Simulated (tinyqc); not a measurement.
What each parameter does: quaternary alloy A(x)B(1-x)C(y)D(1-y) matched to a substrate.

Q(x,y) = x y Q_AC + x (1 - y) Q_AD + (1 - x) y Q_BC + (1 - x)(1 - y) Q_BD for the lattice constant. Gap, rule 1: Q(x,y) - x (1 - x)[y C_ABC + (1 - y) C_ABD] - y (1 - y)[x C_ACD + (1 - x) C_BCD]. Rule 2 (mean of ternaries): {x (1 - x)[y T_ABC(x) + (1 - y) T_ABD(x)] + y (1 - y)[x T_ACD(y) + (1 - x) T_BCD(y)]}/{x (1 - x) + y (1 - y)}, T_ABC(x) = x E_AC + (1 - x) E_BC - C_ABC x (1 - x), T_ACD(y) = y E_AC + (1 - y) E_AD - C_ACD y (1 - y), and alike. Only the Gamma valley is followed.

Matching a(x,y) = a_s gives x = (a_s - y a_BC - (1 - y) a_BD)/(y (a_AC - a_BC) + (1 - y)(a_AD - a_BD)).

Parameters, chosen for this exercise (AC, AD, BC, BD near GaAs, GaP, InAs and InP; substrate near GaAs; the results hold for these values, not for the real material): a = (5.649, 5.446, 6.051, 5.873) angstrom (lattice constants of AC, AD, BC, BD); Eg = (1.523, 2.923, 0.413, 1.434) eV (gaps at Gamma of AC, AD, BC, BD); Cb = (0.435, 0.619, 0.18, 0.107) eV (bowing of ABC, ABD, ACD, BCD); a_s = 5.649 angstrom (substrate); y = 0.55 (fraction of C).

x is matched anew each time. Each row changes one parameter from the base and keeps the others.

Results:

| case | x | rule 1 (eV) | rule 2 (eV) |
|---|---|---|---|
| base | 0.7789 | 1.7402 | 1.8094 |
| y = 0.56 | 0.7837 | 1.7350 | 1.8033 |
| a_s = 5.645 angstrom | 0.7886 | 1.7553 | 1.8232 |
| Cb = (0.522, 0.743, 0.216, 0.128) eV | 0.7789 | 1.7143 | 1.7973 |
| Eg = (1.573, 2.923, 0.413, 1.434) eV | 0.7789 | 1.7616 | 1.8309 |
| a = (5.659, 5.446, 6.051, 5.873) angstrom | 0.7895 | 1.7566 | 1.8244 |

The largest shifts from the base row, up to three for each result and ties (the steps differ in size, so this ranks the rows, not the parameters). x: a +0.0105, a_s +0.0097, y +0.0048; unchanged at the printed digits by Cb and Eg. rule 1 (eV): Cb -0.0259, Eg +0.0214, a +0.0164. rule 2 (eV): Eg +0.0214, a +0.0150, a_s +0.0138.

(tinyqc, `OMP_NUM_THREADS=1 python tinyqc.py 1050663 1050664 out.jsonl`, Intel(R) Xeon(R) Processor @ 2.30GHz, 1 thread, shared host, about 0.01 s.)
